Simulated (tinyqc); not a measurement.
Weibull analysis of times to dielectric breakdown, with area scaling: one step of the calculation.

Breakdown times follow F(t) = 1 - exp(-(t/t63)^beta). The 9 times below were drawn at random from beta = 1.2, t63 = 390 s and are treated as data; all samples failed.

Problem. Straight-line fit. Least squares of W on ln t: beta = sum (x - mean x)(W - mean W)/sum (x - mean x)^2 with x = ln t, and ln t63 = mean x - mean W/beta.

Inputs (values chosen for the exercise): characteristic time of a test capacitor t63 = 390 s; Weibull slope beta = 1.2.

```
i           W       ln t
1  -2.5589408  4.9558271
2  -1.6119944  5.3798974
3  -1.0829294  5.8607862
4  -0.6926603  5.9454206
5  -0.3665129  5.9687076
6  -0.0700182  5.9687076
7   0.2211078  6.0913099
8   0.5365410  6.3664704
9   0.9545050  6.6592939
```

Give: beta; t63.

Solution.

beta = 2.1464
t63 = 469.90 s

beta is 79 % above the value that made the data and t63 20 % above it.

Program tinyqc, `OMP_NUM_THREADS=1 python tinyqc.py 2070069 2070070 out.jsonl`; Intel Xeon 2.30GHz, shared host, one thread, about 0.01 s.
